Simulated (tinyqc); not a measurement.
MOSFET in saturation, small-signal circuit and noise: one step of the calculation.

Bias by the inversion coefficient IC = I/Ispec (charge-based model with velocity saturation; weak inversion below 0.1, strong above 10). Common-source circuit: gm, gds, Cgs, Cgd and Cj at the inner nodes, Rg in series with the gate; quasi-static, no source or drain resistance, no gate-body capacitance, no substrate network, no induced gate noise, so fmax is an upper estimate.

Question. Capacitances, gate resistance and cut-off frequencies. qs = [sqrt(1 + 4 IC) - 1]/2, Cgs = Cox W L qs (2 qs + 3)/(3 (qs + 1)^2) + Cov W, Cgd = Cov W, Cd = Cj W, Rg = Rsh (Wf/L)/(12 Nf) + Rc/W with Nf = W/Wf fingers (not rounded) contacted at both ends. fT = gm/(2 pi (Cgs + Cgd)), fmax = fT/(2 sqrt(Rg (gds + 2 pi fT Cgd))).

Inputs (values chosen for the exercise): gate length L = 350 nm; total gate width W = 80 um; gate capacitance Cox = 2 uF/cm^2; overlap and fringe capacitance per side Cov = 0.34 fF/um; drain junction capacitance Cj = 0.49 fF/um; sheet resistance of the gate Rsh = 10 ohm; finger width Wf = 4 um; gate contact and vertical resistance Rc = 200 ohm um; inversion coefficient IC = 3.

gm = 5.5097602 mS
gds = 0.050138818 mS

Give: Cgs; Cgd; Cd; Rg; fT; fmax.

Answer.

Cgs = 284.3 fF
Cgd = 27.20 fF
Cd = 39.20 fF
Rg = 2.976 ohm
fT = 2.815 GHz
fmax = 35.40 GHz

Overlap and fringe make up 17.5 % of the gate capacitance; fmax is 12.6 times fT.

Numbers from tinyqc (`OMP_NUM_THREADS=1 python tinyqc.py 2150029 2150030 out.jsonl`; about 0.01 s on one thread of a shared Intel Xeon 2.30GHz).
